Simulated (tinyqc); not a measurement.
Minority-electron transport through the base of a bipolar transistor (Moll-Ross and Kroemer integrals). Changing the base doping at the emitter edge N_0. Computed by tinyqc, a small Python program. Command: `OMP_NUM_THREADS=1 python tinyqc.py 3028018 3028019 out.jsonl base sweep`. One thread of a shared host (Intel(R) Xeon(R) Processor @ 2.30GHz), about 0.01 s of CPU time with the checks.

Low injection, one dimension, x from the emitter edge (0) to the collector edge (W), s = x/W. Recombination is treated as a small correction (valid for tau_B well below tau_n), computed from the stored charge.

Inputs (values chosen for the exercise, modelled on GaAs): intrinsic density n_i at the emitter edge = 2.2e+06 1/cm^3; base width W = 170 nm; mu_min = 1200 cm^2/(V s); mu_max = 7080 cm^2/(V s); N_ref = 1.6e+17 1/cm^3; saturation velocity v_s = 0.92 1e7 cm/s; electron lifetime tau_n = 7.3 ns; emitter Gummel number G_E = 3.1e+12 s/cm^4; base-emitter voltage V_BE = 0.95 V; temperature T = 300 K; doping ratio N_0/N(W) = 3.3.

Base doping profile: Gaussian. Gap grading: none. Exit of the base: infinite sink.

Constants: k_B = 8.617333262e-05 eV/K; e = 1.602176634e-19 C.

Method:
- N(x) = N_0 (ratio)^(-s^2); n_i(x) = n_i; D(x) = (k_B T/e) mu, mu = mu_min + (mu_max - mu_min)/(1 + (N/N_ref)^0.7).
- With y(x) = N n_i^2/(D n_i(x)^2): base Gummel number G_B = int_0^W y dx; J_C = e n_i^2 exp(e V_BE/k_B T)/G_B; n(x) = (J_C/e)(n_i(x)^2/(N n_i^2)) [int_x^W y dx]; transit time tau_B = (e/J_C) int n dx; trapezoid rule on 401 even points.
- Emitter-limited gain beta_E = G_E/G_B; recombination-limited gain beta_R = tau_n/tau_B; 1/beta = 1/beta_E + 1/beta_R; f_T from the base alone = 1/(2 pi tau_B).

One run for each value; columns: (1) base doping at the emitter edge N_0 (1/cm^3); (2) current gain beta; (3) collector current density J_C (A/cm^2); (4) base transit time tau_B (ps); (5) beta_E; (6) beta_R:
```
(1)             (2)        (3)    (4)        (5)   (6)
2.00e+17  1.362e+02  3.154e-01  0.888  1.385e+02  8219
9.50e+17  1.889e+01  4.317e-02  1.349  1.896e+01  5413
2.10e+18  6.877e+00  1.569e-02  1.687  6.888e+00  4327
4.50e+18  2.682e+00  6.113e-03  2.042  2.684e+00  3576
9.70e+18  1.080e+00  2.462e-03  2.382  1.081e+00  3065
2.10e+19  4.510e-01  1.027e-03  2.668  4.511e-01  2736
4.60e+19  1.923e-01  4.380e-04  2.885  1.923e-01  2530
1.00e+20  8.475e-02  1.930e-04  3.032  8.476e-02  2408
```

Give the missing row, base doping at the emitter edge N_0 (1/cm^3) = 4.30e+17.

Computed row; columns: (1) base doping at the emitter edge N_0 (1/cm^3); (2) current gain beta; (3) collector current density J_C (A/cm^2); (4) base transit time tau_B (ps); (5) beta_E; (6) beta_R:
```
(1)             (2)        (3)    (4)        (5)   (6)
4.30e+17  5.218e+01  1.198e-01  1.078  5.258e+01  6774
```

Interpolating between the two neighbouring rows (the first column on a logarithmic scale, the others too where they are positive) misses most in base transit time tau_B (ps), by 1.2 %. Over the rows, current gain beta falls from 136 to 0.0848 (exponent d ln y / d ln x -1.3 between the first rows and -1.1 between the last); collector current density J_C (A/cm^2) falls from 0.315 to 1.93e-4 (exponent d ln y / d ln x -1.3 between the first rows and -1.1 between the last); base transit time tau_B (ps) rises from 0.888 to 3.03 (exponent d ln y / d ln x 0.25 between the first rows and 0.064 between the last). At the high end the exponent of collector current density J_C is -1.06, close to -1: J_C is inverse to the Gummel number. Gap narrowing by heavy doping and the fall of the lifetime with N are left out; both matter at the high end.

Caution (rows 2.00e17, 4.30e17, 9.50e17, 2.10e18): the mean velocity exceeds v_s, so drift-diffusion with a low-field mobility overstates the speed. Caution (rows 2.10e19, 4.60e19, 1.00e20): a current gain below 1 is far from a working transistor: the base is too heavily doped or too wide for this emitter and lifetime.
